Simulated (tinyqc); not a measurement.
Changing the distance d of the charges from the interface: low-temperature mobility of a two-dimensional electron gas with static screening. Computed by tinyqc, a small Python program. Command: `OMP_NUM_THREADS=1 python tinyqc.py 3022822 3022823 out.jsonl twodeg sweep`. One thread of a shared host (Intel(R) Xeon(R) Processor @ 2.30GHz), about 0.05 s of CPU time with the checks.

One subband is filled, the gas is degenerate and scatters at the Fermi circle; one permittivity serves on both sides of the interface. All formulas are in SI units, masses times m_0. Piezoelectric and polar phonons are left out, and n_s is taken as set by a gate, independent of N_i.

Inputs (values chosen for the exercise, modelled on a silicon inversion layer):
```
quantity                     value    unit
in-plane mass m              0.189     m_0
mass across the layer m_z    0.897     m_0
permittivity eps              11.5       -
valley degeneracy g_v            2       -
sheet density n_s          3.1e+12  1/cm^2
depletion charge N_d       1.3e+11  1/cm^2
roughness height Delta         0.6      nm
correlation length Lambda      3.7      nm
remote charge density N_i  2.3e+11  1/cm^2
density rho                   2329  kg/m^3
sound velocity v_l            9250     m/s
deformation potential D_A       11      eV
temperature T                   40       K
```

Wave function: ideal sheet. Roughness spectrum: Gaussian.

Constants: m_0 = 9.1093837015e-31 kg; e = 1.602176634e-19 C; eps_0 = 8.8541878128e-12 F/m; hbar = 1.054571817e-34 J s; k_B = 1.380649e-23 J/K.

Method:
- k_F = sqrt(2 pi n_s/g_v); E_F = hbar^2 k_F^2/(2 m); q_TF = g_v m e^2/(2 pi eps eps_0 hbar^2); Fang-Howard parameter b = [12 m_z e^2 (N_d + 11 n_s/32)/(eps eps_0 hbar^2)]^(1/3), mean depth 3/b; effective field F = e (N_d + n_s/2)/(eps eps_0).
- Form factors of a sheet of zero thickness: G(q) = 1, P(q) = exp(-q d). Dielectric function eps(q) = 1 + q_TF G(q)/q, with q = 2 k_F sin(theta/2).
- Roughness: <|U|^2> = (e F)^2 S(q), S = pi Delta^2 Lambda^2 exp(-q^2 Lambda^2/4).
- 1/tau_t = (m/(pi hbar^3)) int_0^pi (1 - cos theta) <|U|^2>/eps(q)^2 dtheta; the quantum rate 1/tau_q drops the factor (1 - cos theta); 200 Gauss-Legendre points in s with theta = pi s^2, s from 0 to 1; mu = e tau_t/m.
- Remote charges: <|U|^2> = N_i [e^2 P(q)/(2 eps eps_0 q)]^2.
- Unscreened deformation potential in equipartition: 1/tau = m D_A^2 k_B T I/(rho v_l^2 hbar^3), I = int |psi|^4 dz = 3 b/16 for the Fang-Howard function (used for both wave-function options); mu = e tau/m. Bloch-Grueneisen temperature T_BG = 2 hbar v_l k_F/k_B.
- At the Fermi circle the rates add, so 1/mu is the sum; sheet resistance 1/(n_s e mu); mean free path hbar k_F mu/e; the quantum time adds the rates 1/tau_q, with the isotropic acoustic rate e/(m mu).

One run for each value; columns: (1) distance d of the charges from the interface (nm); (2) remote-charge mobility (cm^2/(V s)); (3) tau_t/tau_q, charges; (4) mobility mu (cm^2/(V s)); (5) tau_q, charges (ps):
```
(1)           (2)        (3)   (4)    (5)
0.50    8.933e+03  1.445e+00  3506   0.66
0.97    1.418e+04  1.749e+00  4102   0.87
1.90    3.365e+04  2.675e+00  4927   1.35
3.60    1.322e+05  6.069e+00  5531   2.34
7.10    9.031e+05  2.213e+01  5735   4.39
14.00   6.458e+06  8.346e+01  5767   8.31
27.00   4.363e+07  2.993e+02  5771  15.66
52.00   3.005e+08  1.084e+03  5772  29.78
100.00  2.093e+09  3.957e+03  5772  56.86
```

Over the rows, remote-charge mobility (cm^2/(V s)) rises from 8930 to 2.09e9 (exponent d ln y / d ln x 0.70 between the first rows and 3.0 between the last); tau_t/tau_q, charges rises from 1.44 to 3960 (exponent d ln y / d ln x 0.29 between the first rows and 2.0 between the last); mobility mu (cm^2/(V s)) rises from 3510 to 5770. At the high end the exponent of remote-charge mobility is 2.97, close to 3: the d^3 law of a wide spacer. tau_q grows only by a factor 85.6 while the remote-charge mobility grows by 234000: a spacer removes large-angle events first.

Caution (all rows): T is below the Bloch-Grueneisen temperature T_BG, so equipartition fails: the acoustic mobility is only a lower bound and the acoustic share of 1/mu is overstated.
